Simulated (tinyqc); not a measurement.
What each change does: band folding and unfolding in a supercell of a chain.

A chain with hopping -t and n = 2 sites a supercell. H(K) has v_j on the diagonal, -t between neighbours and -t exp(2 pi i K) on the bond that closes the cell (from the last site to the first of the next cell). The point K holds the n wave vectors k_m = (K + m)/n of the primitive zone, in 2 pi/a, m = 0 to n - 1, with E0 = -2t cos(2 pi k_m). The unfolding weight of a state c on k_m is |sum_j c_j exp(-2 pi i k_m j)|^2/n, j = 0 to n - 1.

Values chosen for the exercise: t = 0.96 eV (hopping); v = (0.115, -0.115) eV (site energies in the supercell); Kq = 0.25 2 pi/(n a) (wave vector in the small zone).

The two lowest levels at K and the weight of the lowest on k_0.

One parameter was then changed.

Results before and after:
```
case     level 1 (eV)  level 2 (eV)  weight
base          -1.3625        1.3625  0.9982
changed       -0.7437        0.7437  0.9940
```

Which of these changes was made? (a) v = (-0.115, 0.115) eV; (b) Kq = 0.375 2 pi/(n a); (c) t = 1.056 eV.
Answer: (b) Kq = 0.375 2 pi/(n a). Of the candidates, run in turn, only this one gives the changed row.

All candidates:
```
case                    level 1 (eV)  level 2 (eV)  weight
base                         -1.3625        1.3625  0.9982
t = 1.056 eV                 -1.4978        1.4978  0.9985
v = (-0.115, 0.115) eV       -1.3625        1.3625  0.9982
Kq = 0.375 2 pi/(n a)        -0.7437        0.7437  0.9940
```

(tinyqc, `OMP_NUM_THREADS=1 python tinyqc.py 1481823 1481824 out.jsonl`, Intel(R) Xeon(R) Processor @ 2.30GHz, 1 thread, shared host, about 0.01 s.)
